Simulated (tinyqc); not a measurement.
Length of a polyene: Hueckel, PPP and singles CI along the polyenes. Computed by the program tinyqc. 

All-trans chains of carbon centres 1.40 angstrom apart:

| parameter | value |
|---|---|
| beta (eV), times 1 +/- alternation | -2.500000 |
| alternation | 0.100000 |
| W (eV) | 11.160000 |
| gamma_rr (eV) | 9.710000 |
| repulsion formula | MN |

Hueckel uses the same beta without repulsion; CIS keeps all single excitations and so misses the low, doubly excited 2Ag state. W is the valence ionisation energy of a centre, MN the Mataga-Nishimoto formula, f the oscillator strength.

Gaps and excitations (eV):

| centres | Hueckel gap | PPP orbital gap | bright singlet (CIS) | f | lowest triplet (CIS) |
|---|---|---|---|---|---|
| 2 | 5.500 | 10.495 | 7.858 | 0.674 | 3.142 |
| 4 | 3.692 | 8.200 | 5.656 | 1.062 | 2.205 |
| 6 | 2.866 | 7.067 | 4.635 | 1.469 | 1.777 |
| 8 | 2.400 | 6.400 | 4.042 | 1.849 | 1.547 |
| 10 | 2.103 | 5.967 | 3.660 | 2.207 | 1.409 |
| 12 | 1.898 | 5.667 | 3.396 | 2.549 | 1.319 |
| 14 | 1.750 | 5.450 | 3.206 | 2.878 | 1.258 |

The Hueckel gap tends to 4 x alternation x |beta| = 1.00 eV for long chains. Exchange opens the PPP orbital gap, and the attraction of electron and hole brings the bright state 2.24 eV below it at 14 centres; the triplet lies 1.95 eV lower still.
